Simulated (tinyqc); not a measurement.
# Trench capacitor in an array: capacitance, non-linearity, leakage and relaxation, step by step

Numbers from tinyqc (`OMP_NUM_THREADS=1 python tinyqc.py 2102006 2102007 out.jsonl`; about 0.01 s on one thread of a shared Intel Xeon 2.30GHz). Printed values are rounded.

A film between two metal electrodes, each interface adding a series capacitance ci. The small-signal permittivity is ek (1 + aq E^2); the field is found with the linear permittivity. Leakage J = J0 sinh(E/Ef). After a voltage step the film passes a relaxation current kr C V tt^(-nr), tt being the time in seconds. The sidewall is a coaxial capacitor with radii a = dm/2 - t and b = dm/2, depth AR dm; the end face is left out.

Values chosen for this exercise; permittivity of the order of that of tantalum oxide: relative permittivity of the film ek = 23.2; film thickness t = 4.6 nm; capacitance of each electrode interface (dead layer and screening) ci = 190 uF/cm^2; quadratic field coefficient of the permittivity aq = 0.007 cm^2/MV^2; bias V = 2.3 V; leakage prefactor J0 = 9.3e-10 A/cm^2; field for an e-fold rise of the leakage Ef = 0.31 MV/cm; diameter of the hole dm = 46 nm; aspect ratio, depth over diameter AR = 70; pitch of the square array pt = 72 nm; resistivity of the inner electrode rho = 660 uohm cm.

Constants: eps0 = 8.8541878128e-14 F/cm where lengths are in cm. Results are converted to the units shown.

Range of the model: The field exceeds about 2.9 MV/cm, a sizeable part of the breakdown field expected for this permittivity.

## Planar capacitance, field and non-linearity

Planar film: Cf = eps0 ek/t, 1/C = 1/Cf + 2/ci, EOT = 3.9 eps0/C, effective permittivity C t/eps0, E = (V/t) C/Cf; quadratic coefficient [C(V)/C - 1]/V^2 with Cf (1 + aq E^2) in C(V).

Cf = 4.46559 uF/cm^2
C = 4.26510 uF/cm^2
EOT = 0.809625 nm
effective permittivity = 22.1584
E = 4.77552 MV/cm
quadratic coefficient = 28617.6 ppm/V^2
J = 0.00227887 A/cm^2

The interfaces take 4.49 % of the voltage.

## Cell capacitance, fields and time constant

Per length 1/c = ln(b/a)/(2 pi eps0 ek) + (1/a + 1/b)/(2 pi ci); cell capacitance c AR dm; per footprint over pt^2; fields c V/(2 pi eps0 ek r) at r = a and b; resistance of the inner electrode rho AR dm/(pi a^2); time constant R C/3 of the distributed line.

a = 18.4 nm
b = 23 nm
cell capacitance = 17.7818 fF
capacitance per footprint = 343.014 uF/cm^2
field at a = 5.34828 MV/cm
field at b = 4.27862 MV/cm
R = 19.9809 kohm
R C/3 = 118.432 ps

The array gives 80.4 times the planar capacitance per footprint; curvature makes the field at the inner electrode 1.12 times the planar value.
